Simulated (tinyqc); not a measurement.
The width of the window: equation-of-state fits to an energy-volume table made by a known binding curve. Computed by tinyqc, a small Python program. Command: `OMP_NUM_THREADS=1 python tinyqc.py 3002398 3002399 out.jsonl eosfit walk`. One thread of a shared host (Intel(R) Xeon(R) Processor @ 2.30GHz), about 0.02 s of CPU time with the checks.

With x = (V/V_0)^(1/3), the energy per atom is E = -D [1 + eta (x - 1)] exp(-eta (x - 1)), so that B0 = D eta^2/(9 V_0) and B' = 1 + 2 eta/3. B' = dB/dP at P = 0.

Inputs (values chosen for the exercise, for a model crystal):

| quantity | value | unit |
|---|---|---|
| cohesive energy D | 5.95 | eV/atom |
| true volume V_0 | 14.5 | angstrom^3/atom |
| stiffness eta | 6.03 | - |
| shift of the window centre s | 0.024 | - |
| points N | 7 | - |
| compression V/V_0 for the pressure test | 0.85 | - |
| noise amplitude | 0.044 | meV |

Binding curve: universal binding. Noise: added.

Constants: 1 eV/angstrom^3 = 160.2176634 GPa.

Method:
- B0 and B' from the formulas above; P = -dE/dV at V = c V_0 (c the compression chosen), from the curve itself.
- Table: V_j = V_0 [1 + s + w (2 j/(N - 1) - 1)], j = 0..N-1, rounded to 0.001; E_j from the curve plus the noise amplitude times the listed numbers xi_j (xi_0 first), rounded to 1e-7 eV.
- Murnaghan: E = E0 + (B0 V/B') [(V0/V)^B'/(B' - 1) + 1] - B0 V0/(B' - 1), P = (B0/B') [(V0/V)^B' - 1].
- Birch-Murnaghan: E = E0 + (9 V0 B0/16) [y^3 B' + y^2 (2 - 4 y)], y = (V0/V)^(2/3) - 1; P = (3 B0/2) (x^7 - x^5) [1 + (3/4)(B' - 4)(x^2 - 1)], x = (V0/V)^(1/3).
- Vinet: E = E0 + (9 B0 V0/h^2) {1 + [h (1 - x) - 1] exp(h (1 - x))}, P = 3 B0 (1 - x) x^-2 exp(h (1 - x)), x = (V/V0)^(1/3), h = (3/2)(B' - 1).
- All are least-squares fits to the energies; for polynomials in V, B0 = V E'' and B' = -1 - V E'''/E'' at the minimum.
- The table is made anew for each w.

numbers xi_j, drawn evenly from -1 to 1: 0.9940  -0.1183  -0.6594  -0.5206  0.2782  0.2774  -0.8705

exact B0 = 265.614 GPa

exact B' = 5.02

Errors (%):

| w | B0, parabola | B0, cubic | B0, Murnaghan | B0, Birch-Murnaghan | B0, Vinet | B', Birch-Murnaghan |
|---|---|---|---|---|---|---|
| 0.03 | -13.198 | 1.766 | 2.783 | 2.588 | 2.557 | 21.406 |
| 0.05 | -12.770 | 0.348 | 0.591 | 0.568 | 0.558 | 5.431 |
| 0.08 | -11.486 | 0.977 | -0.160 | 0.060 | 0.135 | 1.969 |
| 0.12 | -8.743 | 3.049 | -0.896 | -0.211 | 0.038 | 0.997 |
| 0.16 | -4.784 | 6.188 | -1.775 | -0.478 | 0.014 | 0.507 |
| 0.22 | 3.675 | 13.095 | -3.395 | -0.986 | 0.004 | -0.214 |

What does the comparison show, and why?

The Birch-Murnaghan error of B0 is smallest among these at w = 0.08 (0.060 % in size); it is 2.588 % at the narrowest and 0.986 % at the widest. A narrow window magnifies the noise, since the energy range shrinks as w^2, and a wide one exposes the form. The Vinet form is the binding curve itself here, so its error comes from noise and rounding alone. At the widest window the errors of B0 are +3.7 % for the parabola and +13.1 % for the cubic in V.

Extremes, crossings and ranges named in words are read from the listed rows.
